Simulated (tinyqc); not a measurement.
# Charge-trap memory cell: effects of single changes

Channel, tunnel oxide, storage layer, blocking layer, gate. N electrons per area sit in a sheet at the centroid and shift the threshold by U = (q/eps0) N (tb/eb + xc tn/en). EOT = t1 + 3.9 (tn/en + tb/eb); tunnel field F = (Vg - U)/EOT; dN/dt = eta (J/q)(1 - N/Nm). Fowler-Nordheim: J = A F^2 exp(-B/F), A = q^2/(16 pi^2 hbar mo phi) (times 1e14 for A/cm^2 with F in V/nm, emitter mass m0), B = (4/3) sqrt(mo/C) phi^1.5, C = hbar^2/(2 m0).

Inputs (values chosen for the exercise); oxide values close to those of silicon dioxide, storage layer close to silicon nitride, blocking layer close to silicon dioxide:

| symbol | value | unit | meaning |
|---|---|---|---|
| phi | 3.11 | eV | tunnel barrier |
| mo | 0.47 | m0 | tunnelling mass |
| t1 | 5.2 | nm | tunnel oxide (permittivity 3.9) |
| tn | 5.8 | nm | storage layer |
| en | 7.3 |  | its relative permittivity |
| tb | 8 | nm | blocking layer |
| eb | 3.9 |  | its relative permittivity |
| xc | 0.46 |  | charge centroid, share of tn counted from the blocking side |
| eta | 0.82 |  | capture efficiency of an empty layer |
| Nm | 9.7e12 | cm^-2 | trap density |
| Vg | 19.5 | V | gate voltage less flat band and surface potential |

Constants: q = 1.602176634e-19 C, hbar = 1.054571817e-34 J s, m0 = 9.1093837015e-31 kg, eps0 = 8.8541878128e-14 F/cm where lengths are in cm, hbar^2/(2 m0) = 0.0380998212 eV nm^2. Results are converted to the units shown.

Each table varies one quantity; the others keep the values above.

## Effect of the gate voltage

After 0.001 s. The rate equation is integrated from N = 0 to the digits shown; blocking field (3.9 F + q N/eps0)/eb.

Result of one run:

| Vg (V) | N/Nm | U (V) | F (V/nm) | blocking field (V/nm) |
|---|---|---|---|---|
| 18.4 | 0.5558 | 2.358 | 0.9843 | 1.234 |

What becomes of these results when the gate voltage less flat band and surface potential Vg is changed from 18.4 to 20.9 V, all else the same?

Result of the changed run:

| Vg (V) | N/Nm | U (V) | F (V/nm) | blocking field (V/nm) |
|---|---|---|---|---|
| 20.9 | 0.9397 | 3.986 | 1.038 | 1.461 |

The whole series:

| Vg (V) | N/Nm | U (V) | F (V/nm) | blocking field (V/nm) |
|---|---|---|---|---|
| 17.5 | 0.3869 | 1.641 | 0.9730 | 1.147 |
| 18.4 | 0.5558 | 2.358 | 0.9843 | 1.234 |
| 19.2 | 0.6986 | 2.964 | 0.9962 | 1.311 |
| 20.1 | 0.8415 | 3.570 | 1.014 | 1.393 |
| 20.9 | 0.9397 | 3.986 | 1.038 | 1.461 |
| 21.8 | 0.9944 | 4.218 | 1.079 | 1.526 |
| 22.6 | 1.000 | 4.242 | 1.126 | 1.576 |
| 23.5 | 1.000 | 4.242 | 1.182 | 1.632 |

U rises from 1.64 to 4.24 V; the slope between neighbouring rows is at most 0.796 and 0 between the last two rows. In the upper rows it falls short of the 1 of a floating gate because capture weakens as the traps fill (100 % in the last row); where little charge has entered in the time given, the slope is small in any case. The blocking field reaches 16.3 MV/cm, where electrons may escape to the gate, which the model leaves out.

## Threshold shift against programming time

Same model as above.

Results:

| t (s) | N/Nm | U (V) | F (V/nm) | blocking field (V/nm) |
|---|---|---|---|---|
| 6.3e-7 | 0.02225 | 0.09438 | 1.191 | 1.201 |
| 4.3e-6 | 0.1123 | 0.4765 | 1.167 | 1.218 |
| 2.9e-5 | 0.3215 | 1.364 | 1.113 | 1.257 |
| 0.0002 | 0.5680 | 2.410 | 1.049 | 1.304 |
| 0.0014 | 0.7824 | 3.319 | 0.9928 | 1.345 |
| 0.063 | 0.9983 | 4.235 | 0.9366 | 1.386 |
| 0.43 | 1.000 | 4.242 | 0.9362 | 1.386 |

Estimate the missing row, t = 0.0093 s.

Computed row:

| t (s) | N/Nm | U (V) | F (V/nm) | blocking field (V/nm) |
|---|---|---|---|---|
| 0.0093 | 0.9348 | 3.965 | 0.9531 | 1.374 |

With this row back in the table: U rises from 0.0944 to 4.24 V, by 0.009 V a decade at the end. The traps are 100 % full, so filling caps the shift at 4.24 V. The blocking field reaches 13.9 MV/cm, where electrons may escape to the gate, which the model leaves out.

Range of the model: The Fowler-Nordheim form needs F t1 above phi; trap-assisted paths and leakage through the blocking layer are left out.

Numbers from tinyqc (`OMP_NUM_THREADS=1 python tinyqc.py 2130108 2130109 out.jsonl`; about 0.1 s on one thread of a shared Intel Xeon 2.30GHz).
